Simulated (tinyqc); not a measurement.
Do the excited 1s states matter for ionisation? Model: valley-orbit splitting of a donor ground state, with strain. Computed by tinyqc, a small Python program. Command: `OMP_NUM_THREADS=1 python tinyqc.py 3007222 3007223 out.jsonl valleyorbit walk`. One thread of a shared host (Intel(R) Xeon(R) Processor @ 2.30GHz), about 0.01 s of CPU time with the checks.

The basis is the 1s envelope in each valley; energies are counted from the unstrained conduction-band edge. The strain is e_s (a a^T - 1/3) for the unit stress axis a, so valley j along n_j moves by Xi_u e_s w_j with w_j = (n_j.a)^2 - 1/3: +1/3 for [111] and [-1-11], -1/3 for the others.

Inputs (values chosen for the exercise, modelled on donors in germanium):
```
quantity                                  value   unit
single-valley binding energy E_0           9.51    meV
central-cell shift Lambda                   0.8    meV
coupling Delta_1                              1    meV
shear deformation potential Xi_u           16.1     eV
donor density N_D                         3e+16  cm^-3
density-of-states mass of one valley m_e  0.218    m_0
```

Valleys: four along <111>. Stress axis: [110].

Constants: k_B = 8.617333262e-05 eV/K; m_0 = 9.1093837015e-31 kg; k_B = 1.380649e-23 J/K; h = 6.62607015e-34 J s.

Method:
- By symmetry: E(A1) = E_0 + Lambda + 3 Delta_1 (one state), E(T2) = E_0 + Lambda - Delta_1 (three), as binding energies.
- H_jj = -(E_0 + Lambda) + Xi_u e_s w_j; H_jk = -Delta_1 between any two valleys.
- z = sum over levels of exp(-(E - E_ground)/k_B T), the ground-state share being 1/z; N_c = 2 (2 pi m_e k_B T/h^2)^(3/2) sum_j exp(-(shift_j - lowest shift)/k_B T); n1 = N_c/(2 z) exp(-binding/k_B T), binding = lowest shift - E_ground; without compensation n = 2 N_D/(1 + sqrt(1 + 4 N_D/n1)) (Boltzmann statistics; p and higher states left out).
- No strain here. The last two columns set z = 1, with the A1 depth, or use one level at E_0 with z equal to the number of valleys.

E(A1) = 13.31 meV

Ionised share:
```
T (K)       z  all 1s states  ground state alone  no splitting
7.7    1.0072     3.6748e-05          3.6880e-05    3.2306e-04
13.0   1.0844     3.1257e-03          3.2547e-03    8.8480e-03
19.0   1.2607     2.4876e-02          2.7888e-02    4.4127e-02
28.0   1.5717     1.0541e-01          1.3030e-01    1.4220e-01
39.0   1.9125     2.4503e-01          3.2129e-01    2.8932e-01
62.0   2.4190     5.1525e-01          6.6559e-01    5.5057e-01
100.0  2.8859     7.6101e-01          8.8740e-01    7.7752e-01
```

z grows from 1.007 to 2.89 of at most 4. Leaving out the excited states overstates the ionised share by up to 31.1 % (at 39.0 K); ignoring the splitting misses by a factor 8.79 at the lowest T and 1.02 at the highest.

Extremes, crossings and ranges named in words are read from the listed rows.
